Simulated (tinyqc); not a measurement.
Inside a calculation. Method: Hueckel theory of the pi electrons with the omega technique, for the molecule c1ccc2c(c1)cnc1ccccc12 (SMILES; centres numbered as the heavy atoms are written). One step of it, computed by the program tinyqc.

Question. Energy, charges, bond orders. E = sum n x; q_r = z_r - P_rr; bond order p = P_rs; free valence = sqrt(3) - sum of p over the bonds of the atom.

final x values: [2.473083, 1.962853, 1.615588, 1.314747, 1.163350, 0.779100, 0.676625, -0.523291, -0.760318, -1.122213, -1.295174, -1.437747, -1.940754, -2.405848]

occupations: [2.000000, 2.000000, 2.000000, 2.000000, 2.000000, 2.000000, 2.000000, 0.000000, 0.000000, 0.000000, 0.000000, 0.000000, 0.000000, 0.000000]

final P:
```
            1C         2C         3C         4C         5C         6C         7C         8N
1C    0.996066   0.622397   0.001882  -0.265628   0.001628   0.707207  -0.127421   0.005727
2C    0.622397   0.988914   0.701318   0.015686  -0.259738   0.013484  -0.032589   0.169471
3C    0.001882   0.701318   0.997028   0.590320  -0.002823  -0.344551   0.035338   0.007320
4C   -0.265628   0.015686   0.590320   0.985057   0.540846  -0.017149   0.039342  -0.240868
5C    0.001628  -0.259738  -0.002823   0.540846   0.997480   0.573894   0.509395  -0.025754
6C    0.707207   0.013484  -0.344551  -0.017149   0.573894   0.989120   0.031933  -0.193705
7C   -0.127421  -0.032589   0.035338   0.039342   0.509395   0.031933   0.933196   0.766203
8N    0.005727   0.169471   0.007320  -0.240868  -0.025754  -0.193705   0.766203   1.137988
9C    0.101136  -0.013837  -0.109363   0.017432  -0.168507   0.016056  -0.047153   0.501298
10C  -0.002740  -0.060673  -0.001705   0.045088   0.008589   0.080297  -0.193064  -0.020210
11C  -0.081528   0.008604   0.093770  -0.009851   0.100866  -0.009180   0.022265  -0.125435
12C   0.002143   0.072978   0.000391  -0.116617  -0.005472  -0.061025   0.169900   0.006456
13C   0.093487  -0.005374  -0.137408   0.005378  -0.108613   0.005281  -0.010193   0.036460
14C  -0.002049  -0.116949  -0.000528   0.460498   0.005875   0.045945  -0.242714  -0.008390

            9C        10C        11C        12C        13C        14C
1C    0.101136  -0.002740  -0.081528   0.002143   0.093487  -0.002049
2C   -0.013837  -0.060673   0.008604   0.072978  -0.005374  -0.116949
3C   -0.109363  -0.001705   0.093770   0.000391  -0.137408  -0.000528
4C    0.017432   0.045088  -0.009851  -0.116617   0.005378   0.460498
5C   -0.168507   0.008589   0.100866  -0.005472  -0.108613   0.005875
6C    0.016056   0.080297  -0.009180  -0.061025   0.005281   0.045945
7C   -0.047153  -0.193064   0.022265   0.169900  -0.010193  -0.242714
8N    0.501298  -0.020210  -0.125435   0.006456   0.036460  -0.008390
9C    0.983391   0.576282   0.008929  -0.261203  -0.004869   0.542617
10C   0.576282   1.001917   0.706453  -0.000632  -0.344806  -0.000063
11C   0.008929   0.706453   0.996313   0.622847   0.002844  -0.266054
12C  -0.261203  -0.000632   0.622847   0.998456   0.701594   0.002171
13C  -0.004869  -0.344806   0.002844   0.701594   0.998060   0.589832
14C   0.542617  -0.000063  -0.266054   0.002171   0.589832   0.997015
```

Centres:
```
centre  z_r, pi electrons of the neutral centre         h
1C                                            1  0.000000
2C                                            1  0.000000
3C                                            1  0.000000
4C                                            1  0.000000
5C                                            1  0.000000
6C                                            1  0.000000
7C                                            1  0.000000
8N                                            1  0.500000
9C                                            1  0.000000
10C                                           1  0.000000
11C                                           1  0.000000
12C                                           1  0.000000
13C                                           1  0.000000
14C                                           1  0.000000
```

Bonds:
```
i    j         k
1    2         1
2    3         1
3    4         1
4    5         1
5    6         1
5    7         1
7    8         1
8    9  1.000000
9   10         1
10  11         1
11  12         1
12  13         1
13  14         1
6    1         1
14   9         1
14   4         1
```

Give: pi energy = 14 alpha + this times beta; pi charges; Bond orders and lengths from R = 1.517 - 0.180 p; free valence of the carbons; gap between the highest filled and the next level.

Answer.

pi energy = 14 alpha + this times beta = 19.9707

pi charges: 1C 0.0039, 2C 0.0111, 3C 0.0030, 4C 0.0149, 5C 0.0025, 6C 0.0109, 7C 0.0668, 8N -0.1380, 9C 0.0166, 10C -0.0019, 11C 0.0037, 12C 0.0015, 13C 0.0019, 14C 0.0030

Bond orders and lengths from R = 1.517 - 0.180 p (angstrom, C-C alone):
```
bond        p       R
1-2    0.6224  1.4050
2-3    0.7013  1.3908
3-4    0.5903  1.4107
4-5    0.5408  1.4196
5-6    0.5739  1.4137
5-7    0.5094  1.4253
7-8    0.7662       -
8-9    0.5013       -
9-10   0.5763  1.4133
10-11  0.7065  1.3898
11-12  0.6228  1.4049
12-13  0.7016  1.3907
13-14  0.5898  1.4108
6-1    0.7072  1.3897
14-9   0.5426  1.4193
14-4   0.4605  1.4341
```

free valence of the carbons: 1C 0.4024, 2C 0.4083, 3C 0.4404, 4C 0.1404, 5C 0.1079, 6C 0.4509, 7C 0.4565, 9C 0.1119, 10C 0.4493, 11C 0.4028, 12C 0.4076, 13C 0.4406, 14C 0.1391

gap between the highest filled and the next level = 1.1999 |beta|
